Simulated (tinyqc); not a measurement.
Error of each scheme against the width: smearing for a one-band metal on the bcc lattice.

Lattice vectors (units of a): a1 = (-1/2, 1/2, 1/2), a2 = (1/2, -1/2, 1/2), a3 = (1/2, 1/2, -1/2). E(k) = -t A_1(k) - t2 A_2(k), A_m the sum of cos(k . R) over the 8 nearest and 6 second lattice vectors. Mesh k = sum (j_i/N) b_i, j_i = 0 .. N-1.

With x = (E_k - mu)/sigma: Fermi-Dirac f = 1/(1 + exp(x)), s = -f ln f - (1 - f) ln(1 - f); Gaussian f = erfc(x)/2, s = exp(-x^2)/(2 sqrt(pi)); Methfessel-Paxton (first order) f = erfc(x)/2 - x exp(-x^2)/(2 sqrt(pi)), s = (1 - 2 x^2) exp(-x^2)/(4 sqrt(pi)); cold (Marzari-Vanderbilt) with y = x + 1/sqrt(2), f = erfc(y)/2 + exp(-y^2)/sqrt(2 pi), s = y exp(-y^2)/sqrt(2 pi). With weights w = points/N^d (d the dimension), mu solves 2 sum w f = ne; E = 2 sum w f E_k, S = 2 sum w s, F = E - sigma S.

Inputs chosen for the exercise:

| symbol | value | unit | meaning |
|---|---|---|---|
| t | 1.45 | eV | nearest hopping |
| t2 | -0.2 | eV | second hopping |
| ne | 0.79 |  | electrons per cell |

All on the dense mesh N = 40. The reference is F of first-order Methfessel-Paxton smearing with sigma = 0.05 t on the mesh N = 40; it moves by 2.61 meV on the mesh N = 50; in three dimensions such meshes can agree by chance and the reference may be off by about 1 meV, so smaller errors are not resolved.

Errors (meV per cell):

| sigma (eV) | FD F | FD (E+F)/2 | Gauss F | Gauss (E+F)/2 | MP F | cold F |
|---|---|---|---|---|---|---|
| 0.145 | -13.22 | -0.11 | -1.93 | 0.05 | 0.05 | 0.16 |
| 0.217 | -29.04 | -1.54 | -4.45 | 0.13 | 0.13 | 0.22 |
| 0.290 | -49.60 | -4.22 | -8.04 | 0.20 | 0.20 | -0.12 |
| 0.435 | -102.48 | -12.72 | -18.22 | -0.24 | -0.17 | -2.12 |
| 0.580 | -168.45 | -24.88 | -31.80 | -1.61 | -1.45 | -5.46 |
| 0.870 | -332.12 | -59.02 | -67.35 | -6.51 | -6.14 | -15.10 |
| 1.160 | -529.91 | -105.07 | -112.37 | -13.87 | -13.29 | -28.29 |

reference = -2.86072 eV

Doubling sigma from 0.290 to 0.580 eV multiplies the error of F by 3.4 (Fermi-Dirac) and 4.0 (Gaussian); a pure sigma^2 term would give 4. At the smallest width Fermi-Dirac errs 6.8 times as much as Gaussian, against 2 pi^2/3 = 6.6 for the ratio of the sigma^2 terms at equal sigma. At the largest width the sizes of the errors rank MP F 13.3, Gauss (E+F)/2 13.9, cold F 28.3, FD (E+F)/2 105.1, Gauss F 112.4, FD F 529.9 meV; below about 1 meV this order, and the ratios at the smallest width, carry the noise of the mesh.

Program tinyqc; command `OMP_NUM_THREADS=1 python tinyqc.py 1682038 1682039 out.jsonl`; about 0.3 s on one thread of a shared Intel(R) Xeon(R) Processor @ 2.30GHz.
